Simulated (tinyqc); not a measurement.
Pump-down curve: gas flow in a process chamber: flow regimes, conductance, effective pumping speed, pump-down, outgassing and purge. Computed by tinyqc, a small Python program. Command: `OMP_NUM_THREADS=1 python tinyqc.py 3121543 3121544 out.jsonl pump walk`. One thread of a shared host (Intel(R) Xeon(R) Processor @ 2.30GHz), about 0.1 s of CPU time with the checks.

Ideal gas, isothermal flow, a pump of constant speed at the end of a round pipe; process gas, volume gas and outgassing are given the same properties. 1 sccm = 101325 Pa x 1e-6 m^3/60 s x T/273.15 K.

Inputs (values chosen for the exercise, modelled on water vapour near room temperature):
```
quantity                     value            unit
molar mass M                 18.02           g/mol
molecular diameter            0.46              nm
viscosity eta                  9.9   micropascal s
temperature T                  350               K
chamber volume V               6.7               L
wall area                      2.2             m^2
pipe diameter d                 10              cm
pipe length l                  250              cm
pump speed S                   370             L/s
outgassing rate after 1 h  7.6e-07  Pa m^3/(s m^2)
outgassing exponent n          1.1               -
starting pressure p0          1600              Pa
```

Constants: k_B = 1.380649e-23 J/K; u = 1.6605390666e-27 kg.

Method:
- Mean speed c = sqrt(8 k_B T/(pi m)); aperture conductance C_a = c pi d^2/16; molecular pipe C_m = C_a/(1 + 3 l/(4 d)) (Dushman form); viscous pipe C_v = pi d^4 p_mean/(128 eta l); Knudsen interpolation C = C_v + C_m (1 + x)/(1 + 1.24 x), x = d p_mean sqrt(m/(k_B T))/eta.
- Effective speed 1/S_eff = 1/S + 1/C_m; time constant V/S_eff; pressure at which the free path k_B T/(sqrt2 pi d_m^2 p) equals d.
- Pump-down: V dp/dt = -S_eff(p) p + q(t) A, with S_eff = S p_2/p, where p_2 solves C((p + p_2)/2) (p - p_2) = S p_2 at each moment, and q(t) = q_1 (1 h/(t + 10 s))^n; integrated adaptively. At long times p = q(t) A/S_eff.
- S_eff(p) is tabulated at 260 pressures and interpolated in ln p. Comparison columns: p0 exp(-t/time constant) with the molecular S_eff (0 below 1e-26 p0), and the outgassing limit.

time constant = 0.123200 s

S_eff in molecular flow = 54.3832 L/s

Pressure against time:
```
t (s)       p (Pa)  S_eff (L/s)  volume gas only (Pa)  outgassing limit (Pa)
0.3     3.7013e-01       61.993            1.4015e+02             1.9301e-02
1       2.0085e-02       52.838            4.7752e-01             1.7954e-02
3       1.5479e-02       53.075            4.2535e-08             1.4941e-02
10      9.5279e-03       53.469                     0             9.3019e-03
30      4.3927e-03       53.911                     0             4.3395e-03
100     1.4323e-03       54.218                     0             1.4262e-03
300     4.5691e-04       54.329                     0             4.5625e-04
1000    1.2449e-04       54.368                     0             1.2444e-04
3600    3.0654e-05       54.380                     0             3.0651e-05
20000   4.6595e-06       54.383                     0             4.6594e-06
100000  7.9370e-07       54.383                     0             7.9370e-07
```

From t = 1 s on the pressure is within 20 % of the outgassing limit, which falls only as (t + 10 s)^-1.1: walls, not volume, set the time to base pressure.
